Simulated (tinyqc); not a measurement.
Heavy doping: gap narrowing, degeneracy and the minority density: one step. Product and minority density. Four cases, with inputs chosen for the exercise.

Question. Combine both effects.

Majority: N = Nc F_1/2(eta), eta the distance of EF beyond the majority band edge in kT. Degeneracy factor gam = F_1/2(eta)/exp(eta). ni0^2 = Nc Nv exp(-Eg/kT); product n p = ni0^2 gam exp(dEg/kT), dEg the true narrowing; apparent narrowing dEa = dEg + kT ln gam; minority density = n p/N.

Constants: kB = 8.617333262e-05 eV/K.

Give: ni0; exp(dEg/kT); dEa; sqrt(n p); minority density.

Case 1.

Values chosen (gap and densities of states near those of Si at this temperature; narrowing constants near the fits for Si; not measured data): N = 3.6e+19 1/cm^3 (ionised donors, equal to the majority density); Eg = 1.129 eV (gap); Nc = 2.74e+19 1/cm^3 (conduction-band density of states); Nv = 1.1e+19 1/cm^3 (valence-band density of states); T = 300 K.

dEg (empirical fit) = 82.7704 meV
gam = 0.633623

Answer.

ni0 = 5.71e+09 1/cm^3
exp(dEg/kT) = 24.6
dEa = 71.0 meV
sqrt(n p) = 2.25e+10 1/cm^3
minority density = 14.1 1/cm^3

Narrowing multiplies the product by 24.6 and degeneracy by 0.634; together they change the minority density by a factor 15.6 against ni0^2/N.

Case 2.

Values chosen (gap and densities of states near those of Ge at this temperature; narrowing constants of the size fitted for Si, not for this material; not measured data): N = 1e+19 1/cm^3 (ionised donors, equal to the majority density); Eg = 0.625 eV (gap); Nc = 1.54e+19 1/cm^3 (conduction-band density of states); Nv = 7.39e+18 1/cm^3 (valence-band density of states); T = 400 K.

dEg (empirical fit) = 75.7239 meV
gam = 0.796496

Answer.

ni0 = 1.23e+15 1/cm^3
exp(dEg/kT) = 9.00
dEa = 67.9 meV
sqrt(n p) = 3.30e+15 1/cm^3
minority density = 1.09e+12 1/cm^3

Narrowing multiplies the product by 9 and degeneracy by 0.796; together they change the minority density by a factor 7.17 against ni0^2/N.

Case 3.

Values chosen (gap and densities of states near those of Ge at this temperature; narrowing constants of the size fitted for Si, not for this material; not measured data): N = 5.4e+18 1/cm^3 (ionised donors, equal to the majority density); Eg = 0.618 eV (gap); Nc = 1.87e+19 1/cm^3 (conduction-band density of states); Nv = 8.8e+18 1/cm^3 (valence-band density of states); T = 450 K.

dEg (empirical fit) = 78.3533 meV
gam = 0.903313

Answer.

ni0 = 4.44e+15 1/cm^3
exp(dEg/kT) = 7.54
dEa = 74.4 meV
sqrt(n p) = 1.16e+16 1/cm^3
minority density = 2.49e+13 1/cm^3

Narrowing multiplies the product by 7.54 and degeneracy by 0.903; together they change the minority density by a factor 6.81 against ni0^2/N.

Case 4.

Values chosen (gap and densities of states near those of Si at this temperature; narrowing constants near the fits for Si; not measured data): N = 4.7e+18 1/cm^3 (ionised donors, equal to the majority density); Eg = 1.121 eV (gap); Nc = 2.77e+19 1/cm^3 (conduction-band density of states); Nv = 1.14e+19 1/cm^3 (valence-band density of states); T = 300 K.

dEg (empirical fit) = 61.9654 meV
gam = 0.941908

Answer.

ni0 = 6.82e+09 1/cm^3
exp(dEg/kT) = 11.0
dEa = 60.4 meV
sqrt(n p) = 2.19e+10 1/cm^3
minority density = 102 1/cm^3

Narrowing multiplies the product by 11 and degeneracy by 0.942; together they change the minority density by a factor 10.4 against ni0^2/N.

Computed by tinyqc, one run a case: `OMP_NUM_THREADS=1 python tinyqc.py N N+1 out.jsonl` with N = 1651316, 1651343, 1651356, 1651454; one thread of a shared Intel(R) Xeon(R) Processor @ 2.30GHz, about 0.01 s a run at most.
